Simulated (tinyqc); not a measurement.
Worked calculation: UHF in the sto-6g basis, for BeH2, spin multiplicity 1. One step of it, computed by the program tinyqc.

Task: Iteration 2: diagonalisation and new density. Diagonalise F' = X^T F X, C = X C', fill 3 alpha and 3 beta electrons from the bottom; D(s) = C_occ C_occ^T. Each column has its largest component positive (the first on a tie).

extrapolated F(alpha) (hartree), lower triangle:
```
            1Be 1s     1Be 2s    1Be 2px    1Be 2py   1Be 2pz      2H 1s      3H 1s
1Be 1s   -4.600014
1Be 2s   -1.251085  -0.576141
1Be 2px  -0.000374  -0.039455   0.206146
1Be 2py   0.000161  -0.007612   0.012294  -0.181827
1Be 2pz   0.000012   0.001283   0.000118  -0.000400  0.209769
2H 1s    -0.274353  -0.372108  -0.014968  -0.321067  0.000487  -0.272572
3H 1s    -0.246196  -0.354790  -0.029605   0.313275  0.000963  -0.025101  -0.256660
```

extrapolated F(beta) (hartree), lower triangle:
```
            1Be 1s     1Be 2s    1Be 2px    1Be 2py    1Be 2pz      2H 1s      3H 1s
1Be 1s   -4.600014
1Be 2s   -1.251085  -0.576141
1Be 2px   0.000374   0.039455   0.206146
1Be 2py   0.000161  -0.007612  -0.012294  -0.181827
1Be 2pz  -0.000012  -0.001283   0.000118   0.000400   0.209769
2H 1s    -0.274353  -0.372108   0.014968  -0.321067  -0.000487  -0.272572
3H 1s    -0.246196  -0.354790   0.029605   0.313275  -0.000963  -0.025101  -0.256660
```

X, lower triangle:
```
            1Be 1s     1Be 2s   1Be 2px    1Be 2py   1Be 2pz      2H 1s     3H 1s
1Be 1s    1.027276
1Be 2s   -0.147921   1.191135
1Be 2px   0.000000   0.000000  1.000000
1Be 2py  -0.000225   0.012282  0.000000   1.278783
1Be 2pz   0.000000   0.000000  0.000000   0.000000  1.000000
2H 1s     0.018205  -0.268109  0.000000  -0.372823  0.000000   1.232874
3H 1s     0.018764  -0.245525  0.000000   0.352874  0.000000  -0.075119  1.208917
```

Give: F' = X^T F X; orbital energies; coefficients C; F' = X^T F X; orbital energies; coefficients C; D(alpha) after iteration 2; D(beta) after iteration 2.

Result:

F' = X^T F X (alpha) (hartree), lower triangle:
```
        1       2       3       4      5       6      7
1  -4.503
2  -0.660  -0.110
3   0.005  -0.036   0.206
4   0.002   0.005   0.010   0.228
5   0.000   0.001   0.000   0.000  0.210
6  -0.029  -0.307  -0.010  -0.419  0.000   0.064
7  -0.018  -0.290  -0.021   0.405  0.001  -0.088  0.053
```

orbital energies (alpha) (hartree): MO1 -4.602, MO2 -0.436, MO3 -0.397, MO4 0.208, MO5 0.210, MO6 0.392, MO7 0.773

coefficients C (alpha):
```
            MO1     MO2     MO3     MO4    MO5     MO6     MO7
1Be 1s    0.995  -0.203   0.021   0.001  0.000  -0.216  -0.008
1Be 2s    0.021   0.577  -0.066   0.026  0.000   1.109   0.067
1Be 2px   0.000   0.061  -0.028   0.996  0.033  -0.056   0.004
1Be 2py   0.000   0.055   0.494   0.004  0.000  -0.037   1.285
1Be 2pz   0.000  -0.002   0.001  -0.032  0.999   0.002   0.000
2H 1s    -0.003   0.440   0.374  -0.054  0.000  -0.725  -0.935
3H 1s    -0.003   0.348  -0.467  -0.081  0.000  -0.770   0.845
```

F' = X^T F X (beta) (hartree), lower triangle:
```
        1       2       3       4       5       6      7
1  -4.503
2  -0.660  -0.110
3  -0.005   0.036   0.206
4   0.002   0.005  -0.010   0.228
5   0.000  -0.001   0.000   0.000   0.210
6  -0.029  -0.307   0.010  -0.419   0.000   0.064
7  -0.018  -0.290   0.021   0.405  -0.001  -0.088  0.053
```

orbital energies (beta) (hartree): MO1 -4.602, MO2 -0.436, MO3 -0.397, MO4 0.208, MO5 0.210, MO6 0.392, MO7 0.773

coefficients C (beta):
```
            MO1     MO2     MO3     MO4    MO5     MO6     MO7
1Be 1s    0.995  -0.203   0.021  -0.001  0.000  -0.216  -0.008
1Be 2s    0.021   0.577  -0.066  -0.026  0.000   1.109   0.067
1Be 2px   0.000  -0.061   0.028   0.996  0.033   0.056  -0.004
1Be 2py   0.000   0.055   0.494  -0.004  0.000  -0.037   1.285
1Be 2pz   0.000   0.002  -0.001  -0.032  0.999  -0.002   0.000
2H 1s    -0.003   0.440   0.374   0.054  0.000  -0.725  -0.935
3H 1s    -0.003   0.348  -0.467   0.081  0.000  -0.770   0.845
```

D(alpha) after iteration 2, lower triangle:
```
         1Be 1s  1Be 2s  1Be 2px  1Be 2py  1Be 2pz   2H 1s  3H 1s
1Be 1s    1.031
1Be 2s   -0.097   0.338
1Be 2px  -0.013   0.037    0.004
1Be 2py  -0.001  -0.001   -0.011    0.247
1Be 2pz   0.000  -0.001    0.000    0.000    0.000
2H 1s    -0.084   0.229    0.016    0.209   -0.001   0.333
3H 1s    -0.083   0.232    0.034   -0.211   -0.001  -0.021  0.339
```

D(beta) after iteration 2, lower triangle:
```
         1Be 1s  1Be 2s  1Be 2px  1Be 2py  1Be 2pz   2H 1s  3H 1s
1Be 1s    1.031
1Be 2s   -0.097   0.338
1Be 2px   0.013  -0.037    0.004
1Be 2py  -0.001  -0.001    0.011    0.247
1Be 2pz   0.000   0.001    0.000    0.000    0.000
2H 1s    -0.084   0.229   -0.016    0.209    0.001   0.333
3H 1s    -0.083   0.232   -0.034   -0.211    0.001  -0.021  0.339
```
